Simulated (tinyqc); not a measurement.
Inside a calculation. Method: Hueckel theory of the pi electrons, for the molecule Oc1cnc2[nH]cnc2n1 (SMILES; centres numbered as the heavy atoms are written). One step of it, computed by the program tinyqc.

Task: Orbitals. Diagonalise; E = alpha + x beta with beta < 0, so the largest x are filled first; degenerate levels share their electrons. P = sum n_i c_ri c_si; each orbital has its largest coefficient positive (the first on a tie).

Hueckel matrix in units of beta (H = alpha + beta A), lower triangle:
```
           1O        2C        3C        4N        5C        6N        7C        8N
1O   2.000000
2C   0.800000  0.000000
3C   0.000000  1.000000  0.000000
4N   0.000000  0.000000  1.000000  0.500000
5C   0.000000  0.000000  0.000000  1.000000  0.000000
6N   0.000000  0.000000  0.000000  0.000000  0.800000  1.500000
7C   0.000000  0.000000  0.000000  0.000000  0.000000  0.800000  0.000000
8N   0.000000  0.000000  0.000000  0.000000  0.000000  0.000000  1.000000  0.500000
9C   0.000000  0.000000  0.000000  0.000000  1.000000  0.000000  0.000000  1.000000
10N  0.000000  1.000000  0.000000  0.000000  0.000000  0.000000  0.000000  0.000000

           9C       10N
9C   0.000000
10N  1.000000  0.500000
```

pi electrons, sum of z_r less the charge = 12

Give: x values; occupations; coefficients; charge and bond-order matrix P.

Result:

x values: 2.6514  2.3671  1.7133  1.5956  0.9593  0.7141  -0.5983  -1.0725  -1.3169  -2.0132

occupations: 2.0000  2.0000  2.0000  2.0000  2.0000  2.0000  0.0000  0.0000  0.0000  0.0000

coefficients:
```
        MO1      MO2      MO3      MO4      MO5      MO6      MO7      MO8
1O   0.3922   0.7088   0.4528  -0.0714  -0.2271   0.2216   0.0710  -0.1062
2C   0.3193   0.3253  -0.1622   0.0361   0.2955  -0.3561  -0.2306   0.4080
3C   0.2212   0.1075  -0.2468   0.3724  -0.0700  -0.4704  -0.3839  -0.1400
4N   0.2672  -0.0708  -0.2607   0.5581  -0.3627   0.0202   0.4602  -0.2578
5C   0.3536  -0.2396  -0.0694   0.2391  -0.0965   0.4747  -0.1215   0.5454
6N   0.3990  -0.4368   0.5709   0.1772   0.3997  -0.0571  -0.1341  -0.3166
7C   0.2206  -0.2338   0.2217  -0.2179  -0.1736  -0.4187   0.4734   0.4728
8N   0.2658  -0.2040  -0.0769  -0.4895  -0.4863  -0.2533  -0.1759  -0.2537
9C   0.3511  -0.1471  -0.3150  -0.3184  -0.0497   0.3644  -0.2802  -0.0738
10N  0.3116   0.0954  -0.3934  -0.2577   0.5352   0.0389   0.4651  -0.2125

         MO9     MO10
1O    0.1059  -0.0741
2C   -0.4389   0.3718
3C    0.4819  -0.3383
4N   -0.1957   0.3093
5C   -0.1263  -0.4390
6N   -0.0703   0.0804
7C    0.3737   0.0858
8N   -0.4359  -0.2371
9C    0.4183   0.5101
10N   0.0114  -0.3509
```

charge and bond-order matrix P, lower triangle:
```
          1O       2C       3C       4N       5C       6N       7C       8N
1O    1.9340
2C    0.2674   0.8991
3C   -0.1274   0.6119   0.9726
4N   -0.0328   0.0207   0.6791   1.1755
5C    0.0948  -0.2855  -0.1159   0.6151   0.9583
6N   -0.0214   0.0750  -0.0696  -0.1170   0.3656   1.7407
7C   -0.0332   0.0967   0.1938  -0.0988  -0.2309   0.4651   0.8108
8N    0.0282  -0.0804   0.0536   0.0071  -0.0843  -0.2310   0.7729   1.3169
9C    0.0112  -0.0812  -0.2938   0.0681   0.5659  -0.1452  -0.0651   0.4705
10N  -0.1656   0.6588   0.0492  -0.3161   0.0396   0.0482  -0.1876  -0.1008

         9C     10N
9C   0.9617
10N  0.5778  1.2306
```
